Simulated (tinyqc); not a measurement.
Double-gate transistor below threshold, two-dimensional Poisson equation on a small mesh: course of the iteration: over-relaxation sweep (omega = 1.2).

Half of a symmetric double-gate structure: row 0 is the mid-plane of the body, where the normal field vanishes. Mobile charge is neglected (subthreshold), the body is fully depleted, and potentials are counted from the intrinsic level; rows run upward to the gate, columns from source to drain.

Mesh: rows i = 0..1 in the semiconductor (step hs = tb/1, row 1 on the interface), then 1 step(s) ho = tox/1 up to the gate row 2; columns j = 0..4 (step hy = L/4). Box integration, divided by eps0: up_i = eps hy/h of the interval above row i, dn_i = that of the interval below (0 for row 0), lat_i = (sum of eps h/2 over the intervals above and below)/hy, s_i = -q Na w_i hy/eps0 with w_i the semiconductor height of the box (hs/2 for row 0 and the interface row, hs between, 0 in the insulator). Each free node obeys (up + dn + 2 lat) psi = up psi(above) + dn psi(below) + lat [psi(left) + psi(right)] + s.

Free nodes: rows 0..1, columns 1..3, taken row by row from row 0, left to right. t = (up psi(above) + dn psi(below) + lat [psi(left) + psi(right)] + s)/(up + dn + 2 lat), with the newest neighbours; psi(new) = psi + 1.2 (t - psi).

Stop when the largest change of psi is below 1e-7 V, or after 400 iterations. Fixed values: gate row Vg - Vfb; column 0 at Vbi and the last column at Vbi + Vd in the semiconductor, each running linearly to Vg - Vfb across the insulator.

Parameters, values chosen for the exercise; semiconductor permittivity made up:
- eps_r = 18.3 (relative permittivity of the semiconductor)
- eox = 25 (relative permittivity of the insulator)
- tb = 3 nm (half the body thickness)
- tox = 6.2 nm (insulator thickness)
- L = 21 nm (channel length)
- Na = 0 cm^-3 (acceptor density of the depleted body)
- Vbi = 0.49 V (potential of the source)
- Vfb = 0 V (gate offset)
- Vg = 0.05 V (gate voltage)
- Vd = 0.3 V (drain voltage)

Constants: q = 1.602176634e-19 C, eps0 = 8.8541878128e-14 F/cm where lengths are in cm. Results are converted to the units shown.

psi at the start (fixed values on the edges, free nodes at zero) (V):
```
,j=0,j=1,j=2,j=3,j=4
row 0,0.490000,0.000000,0.000000,0.000000,0.790000
row 1,0.490000,0.000000,0.000000,0.000000,0.790000
row 2,0.050000,0.050000,0.050000,0.050000,0.050000
```

```
row,up,dn,lat,s (V)
0,32.0250,0,5.22857,0
1,21.1694,32.0250,19.9905,0
```

Course of the iteration:
```
iteration,"psi at row 0, j = 2 (V)",largest |change| of one entry (V)
1,0.0106884,0.282
2,0.102603,0.245
3,0.221588,0.119
4,0.257038,0.0393
5,0.266656,0.0193
6,0.269712,3.54e-3
7,0.270461,8.64e-4
8,0.270667,3.07e-4
9,0.270723,7.91e-5
10,0.270737,1.92e-5
11,0.270741,4.94e-6
12,0.270741,1.37e-6
13,0.270742,3.64e-7
14,0.270742,8.96e-8
```

Did this iteration meet its convergence test, and what does its course show?

Yes. Converged in 14 iterations. The changes do not fall evenly; from iteration 9 to 14 they shrink by a factor of 3.9 a step on average.

Computed by the program tinyqc: `OMP_NUM_THREADS=1 python tinyqc.py 2480010 2480011 out.jsonl`, one thread of a shared Intel Xeon 2.30GHz, about 0.09 s for the whole run.
